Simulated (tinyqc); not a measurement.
One-electron ion in a basis of Gaussians, step by step. One step of it, computed by the program tinyqc.

Question. Generalised eigenproblem. Solve H C = S C e through S^(-1/2); each column has its largest component positive (the first on a tie).

H = T + V (hartree), lower triangle:
```
           1          2          3          4           5           6
1  -3.333865
2  -3.727231  -3.650826
3  -3.730223  -3.927346   2.406849
4  -3.233049  -5.179664   3.525374  37.369281
5  -2.561147  -5.265860  -3.242219  45.281597  186.531430
6  -1.943295  -4.488694  -7.018805  16.923678  221.959816  762.411010
```

S, lower triangle:
```
          1         2         3         4         5         6
1  1.000000
2  0.754693  1.000000
3  0.378618  0.754695  1.000000
4  0.159202  0.378532  0.754581  1.000000
5  0.063188  0.159183  0.378490  0.754641  1.000000
6  0.024652  0.063175  0.159150  0.378507  0.754603  1.000000
```

Give: eigenvalues of S; eigenvalues; coefficients.

Answer.

eigenvalues of S: 0.0375  0.1085  0.3035  0.7725  1.7206  3.0574

eigenvalues (hartree): -4.4981  0.7740  17.9392  89.5325  367.6268  1453.1023

coefficients:
```
        1        2        3        4        5        6
1  0.4800   1.4506  -0.7958   0.3480  -0.1605   0.0761
2  0.4707  -1.3325   2.0596  -1.1222   0.5223  -0.2449
3  0.1452   0.0034  -1.8487   2.1506  -1.1750   0.5516
4  0.0353  -0.0673   0.1738  -2.0068   2.1012  -1.1261
5  0.0066   0.0018  -0.0670   0.2548  -1.9943   1.9442
6  0.0021  -0.0032   0.0049  -0.0559   0.2076  -1.7530
```

For Z = 3 and l = 0 the exact lowest level is -Z^2/(2 n^2) with n = l + 1: -4.500000 hartree.
